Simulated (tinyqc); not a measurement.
Monte Carlo simulation of one carrier in a uniform electric field: one step, computed by the program tinyqc. Command: `OMP_NUM_THREADS=1 python tinyqc.py 3018006 3018007 out.jsonl mcfl walk`. One thread of a shared host (Intel(R) Xeon(R) Processor @ 2.30GHz), about 3 s of CPU time with the checks.

The force e F acts along +z. Flights end at the constant total rate Gamma; the part of Gamma that the real rates do not fill is self-scattering, which leaves k unchanged. One valley, no impurities and no intervalley scattering.

Question. Scattering event 1. Kane band: hbar^2 k^2/(2 m) = E (1 + alpha E), speed v = hbar k/(m (1 + 2 alpha E)), states per spin, volume and energy g(E) = m k (1 + 2 alpha E)/(2 pi^2 hbar^2); overlap factors are set to 1. Masses are multiplied by m_0 and all formulas are in SI units. Phonon occupation N_q = 1/(exp(hbar w/(k_B T)) - 1). Acoustic deformation potential (elastic, equipartition, absorption and emission together): 1/tau = 2 pi k_B T D_A^2 g(E)/(hbar rho v_l^2). Polar optical, unscreened: W = e^2 w (1/eps_inf - 1/eps_s) m (1 + 2 alpha E') ln|(k + k')/(k - k')| / (4 pi eps_0 hbar^2 k), times N_q for absorption (E' = E + hbar w) and N_q + 1 for emission (E' = E - hbar w > 0), with alpha = 0 for a parabolic band; mean cosine of the angle <cos> = (k^2 + k'^2)/(2 k k') - 1/ln|(k + k')/(k - k')|. Choice: with cumulative rates in the order acoustic, absorption, emission, the process is the first whose sum exceeds r2 Gamma; if none, self-scattering. Final state: E' = E, E + hbar w or E - hbar w gives k'. Isotropic processes: cos(theta) = 1 - 2 r3 from the z axis, phi = 2 pi r4, k' (sin theta cos phi, sin theta sin phi, cos theta). Polar processes: cos(b) = [1 + xi - (1 + 2 xi)^r3]/xi, xi = 2 k k'/(k - k')^2, b from the old direction n; new direction cos b n + sin b (cos phi e1 + sin phi e2), e1 = (z x n)/|z x n|, e2 = n x e1. Use row 1 of the random numbers.

Inputs (values chosen for the exercise, for a model polar semiconductor):
```
quantity                             value    unit
effective mass m                       0.1     m_0
non-parabolicity alpha                 0.3    1/eV
static permittivity eps_s             13.3       -
high-frequency permittivity eps_inf    7.5       -
density rho                           6050  kg/m^3
sound velocity v_l                    9580     m/s
acoustic deformation potential D_A     9.2      eV
optical phonon energy hbar w          46.7     meV
lattice temperature T                  200       K
```

Crystal: polar. Band: Kane.

k at the end of the flight (1/nm): 0.2800000  0.0840000  0.2801701

Random numbers (0.02 to 0.98, from up to 60 sets tried for early real events), one row a flight:
```
       r1      r2      r3      r4
1  0.7835  0.2854  0.3731  0.5541
2  0.9077  0.9604  0.9015  0.3273
3  0.4961  0.5924  0.5938  0.8739
4  0.6723  0.1372  0.1320  0.8054
5  0.2120  0.7682  0.4747  0.6916
6  0.1591  0.0622  0.0755  0.0862
7  0.5905  0.4007  0.8970  0.8565
```

Gamma = 37.04274 1e12/s

Constants: hbar = 1.054571817e-34 J s; m_0 = 9.1093837015e-31 kg; e = 1.602176634e-19 C; k_B = 1.380649e-23 J/K; hbar = 6.582119569e-16 eV s; eps_0 = 8.8541878128e-12 F/m; k_B = 8.617333262e-05 eV/K.

Give: cumulative rates; r2 Gamma; process chosen; k after event 1, the start of the next flight.

Answer.

cumulative rates (1e12/s): acoustic 0.11, absorption 2.95, emission 24.99

r2 Gamma = 10.57 1e12/s

Process chosen: emission

k after event 1, the start of the next flight (1/nm): 0.1628  -0.0945  0.0561
